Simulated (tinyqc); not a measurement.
Hubbard chain of 2 sites, step by step. One step of it, computed by the program tinyqc.

Question. The many-body Hamiltonian. Basis: all placements (u, d, 2, 0 on each site), up operators ordered before down ones; hops carry the sign of the same-spin electrons passed.

one-body matrix (hopping and site energies) (eV):
```
,1,2
1,0.080000,-1.110000
2,-1.110000,0.780000
```

U = 2.300000 eV

electrons, up and down: 1  1

Give: H.

Answer.

H (eV), lower triangle:
```
,20,ud,du,02
20,2.4600
ud,-1.1100,0.8600
du,-1.1100,0.0000,0.8600
02,0.0000,-1.1100,-1.1100,3.8600
```
